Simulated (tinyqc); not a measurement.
Telling the models apart: thermal, flicker and telegraph noise of a field-effect transistor. Computed by tinyqc, a small Python program. Command: `OMP_NUM_THREADS=1 python tinyqc.py 3021468 3021469 out.jsonl noise walk`. One thread of a shared host (Intel(R) Xeon(R) Processor @ 2.30GHz), about 0.01 s of CPU time with the checks.

Strong inversion, threshold roll-off and channel-length modulation left out; noise sources are uncorrelated and are given as one-sided spectral densities. The drain voltage is 50 mV.

Inputs (values chosen for the exercise, modelled on a high-k silicon transistor):
```
quantity                      value         unit
width W                          77   micrometre
length L                       1400           nm
electrical oxide thickness t    2.1           nm
mobility mu                     180   cm^2/(V s)
oxide trap density N_t        4e+18  1/(eV cm^3)
oxide barrier phi               2.3           eV
oxide mass m_ox                0.42          m_0
frequency f                      40           Hz
temperature T                   200            K
```

Operating region: linear. Flicker model: number fluctuation.

Constants: eps_0 = 8.8541878128e-12 F/m; hbar = 1.054571817e-34 J s; m_0 = 9.1093837015e-31 kg; e = 1.602176634e-19 C; k_B = 8.617333262e-05 eV/K.

Method. C_ox = 3.9 eps_0/t; I = mu C_ox (W/L) V_ov V_D; g_m = I/V_ov; g_d0 = I/V_D. Tunnelling length lambda = hbar/(2 sqrt(2 m_ox phi)); flat-band noise S_Vfb = e^2 k_B T lambda N_t/(W L C_ox^2 f). S_I = g_m^2 S_Vfb.

Against the overdrive:
```
V_ov (V)  I (microampere)  (g_m/I)^2 (1/V^2)  S_I/I^2 (1/Hz)  S_I/g_m^2 (V^2/Hz)
0.20               162.79             25.000      3.7679e-12          1.5072e-13
0.25               203.49             16.000      2.4115e-12          1.5072e-13
0.32               260.46              9.766      1.4718e-12          1.5072e-13
0.40               325.58              6.250      9.4198e-13          1.5072e-13
0.50               406.98              4.000      6.0286e-13          1.5072e-13
0.63               512.79              2.520      3.7973e-13          1.5072e-13
0.80               651.16              1.562      2.3549e-13          1.5072e-13
1.00               813.95              1.000      1.5072e-13          1.5072e-13
```

S_I/I^2 falls as V_ov^-2.00 at first and V_ov^-2.00 at the end; (g_m/I)^2 as V_ov^-2.00 and V_ov^-2.00. The two run parallel and the input-referred noise is flat: the mark of pure number fluctuation.
